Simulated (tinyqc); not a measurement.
From results back to parameters: Slater-Koster d bands of a bcc metal. Five cases, with inputs chosen for the exercise.

Problem. In a bcc d band E(t2g) = +/-((8/3) dds + (16/9) ddp + (32/9) ddd) + f2 (4 ddp + 2 ddd) and E(eg) = +/-((16/3) ddp + (8/3) ddd) + f2 (3 dds + 3 ddd), with + at Gamma and - at H = (1,0,0). ddd is given; the four levels come from hidden dds, ddp and f2.

Case 1.

Values chosen (out of a larger set: of the size met in Mo; not measured data): ddd = -0.155 eV (dd delta).

levels (eV): t2g Gamma -1.83596, eg Gamma 1.06649, t2g H 4.28849, eg H -5.64818

Case 2.

Values chosen (out of a larger set: of the size met in Mo; not measured data): ddd = -0.14 eV (dd delta).

levels (eV): t2g Gamma -1.86053, eg Gamma 0.95590, t2g H 4.19813, eg H -5.44410

Case 3.

Values chosen (out of a larger set: of the size met in W; not measured data): ddd = -0.187 eV (dd delta).

levels (eV): t2g Gamma -1.42323, eg Gamma 1.55598, t2g H 4.18744, eg H -6.01203

Case 4.

Values chosen (out of a larger set: of the size met in Fe; not measured data): ddd = -0.137 eV (dd delta).

levels (eV): t2g Gamma -0.83437, eg Gamma 0.92389, t2g H 2.46874, eg H -3.55077

Case 5.

Values chosen (out of a larger set: of the size met in Mo; not measured data): ddd = -0.07 eV (dd delta).

levels (eV): t2g Gamma -1.33910, eg Gamma 1.54446, t2g H 4.03513, eg H -5.83688

Find: f2; dds, ddp.

Solution. Half differences between Gamma and H give the first-neighbour parts and half sums the second. The eg half difference gives ddp and the t2g one dds. Since 4 ddp + 2 ddd is 3/4 of (16/3) ddp + (8/3) ddd, f2 is 4/3 of the ratio of the t2g half sum to the eg half difference; the eg half sum then serves as a check. Without ddd these four levels would not fix the three integrals.

Case 1.

f2 = 0.487

dds, ddp (eV): -1.413  0.707

Case 2.

f2 = 0.487

dds, ddp (eV): -1.396  0.670

Case 3.

f2 = 0.487

dds, ddp (eV): -1.338  0.803

Case 4.

f2 = 0.487

dds, ddp (eV): -0.762  0.488

Case 5.

f2 = 0.487

dds, ddp (eV): -1.399  0.727

Computed by tinyqc, one run a case: `OMP_NUM_THREADS=1 python tinyqc.py N N+1 out.jsonl` with N = 1481921, 1481968, 1482165, 1482204, 1482237; one thread of a shared Intel(R) Xeon(R) Processor @ 2.30GHz, about 0.03 s a run at most.
